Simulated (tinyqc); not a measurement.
One-dimensional ballistic tunnel FET, two-band WKB: two steps of the calculation.

A p-type source for x < 0 with its Fermi level at 0 and its valence edge at ds; in the channel the bands fall as D exp(-x/lam) towards their flat values, with the conduction edge at Ec = ds - dP and D = dP + Eg. The gate moves dP one to one. The drain Fermi level lies at -Vd and the drain side reflects nothing. For w = E - Ec between 0 and dP an electron crosses the gap. Two-band dispersion with equal masses m: inside the gap kappa = sqrt(m u (1 - u/Eg)/C), u the distance from a band edge, C = hbar^2/(2 m0).

Values chosen for this exercise; band and dielectric values close to those of germanium: band gap Eg = 0.671 eV; band-edge mass of the two-band model m = 0.04 m0; screening length of the source junction lam = 2.4 nm; tunnelling window Ev(source) - Ec(channel) dP = 0.49 eV; energy above the channel conduction edge w0 = 0.43 eV; cells of the path nc = 10.

Constants: q = 1.602176634e-19 C, hbar = 1.054571817e-34 J s, m0 = 9.1093837015e-31 kg, hbar^2/(2 m0) = 0.0380998212 eV nm^2. Results are converted to the units shown.

Task 1. The path through the gap by the midpoint rule. At w = w0 the path runs from xa = lam ln(D/(w + Eg)) to xb = lam ln(D/w); u(x) = w + Eg - D exp(-x/lam) is the height above the valence edge. Cut it into nc equal cells: S = 2 (cell width) times the sum of kappa at the centres.

Find: xa; xb; x; u; kappa; S.

Result 1.

xa = 0.1274 nm
xb = 2.384 nm

| cell | x (nm) | u (eV) | kappa (1/nm) |
|---|---|---|---|
| 0 | 0.240 | 0.0506 | 0.2215 |
| 1 | 0.466 | 0.1448 | 0.3453 |
| 2 | 0.691 | 0.2306 | 0.3986 |
| 3 | 0.917 | 0.3087 | 0.4183 |
| 4 | 1.143 | 0.3798 | 0.4160 |
| 5 | 1.368 | 0.4445 | 0.3969 |
| 6 | 1.594 | 0.5034 | 0.3633 |
| 7 | 1.820 | 0.5571 | 0.3151 |
| 8 | 2.045 | 0.6059 | 0.2485 |
| 9 | 2.271 | 0.6503 | 0.1451 |

S = 1.475

Task 2. The exponent in closed form. S(w) = 2 lam int_0^Eg kappa(u) du/(w + Eg - u) = 2 pi lam sqrt(m/(C Eg)) [w + Eg/2 - sqrt(w (w + Eg))], T(w) = exp(-S). The common triangular estimate is S = (4/3) lam sqrt(m/C) Eg^1.5/(dP + Eg) for all w.

Give: S(w0); T(w0); triangular S.

Result 2.

S(w0) = 1.4607
T(w0) = 0.23208
triangular S = 1.5523

Range of the model: The two-band model describes a direct gap; phonon-assisted tunnelling across an indirect gap is left out.

Computed by the program tinyqc: `OMP_NUM_THREADS=1 python tinyqc.py 2620091 2620092 out.jsonl`, one thread of a shared Intel Xeon 2.30GHz, about 0.01 s for the whole run.
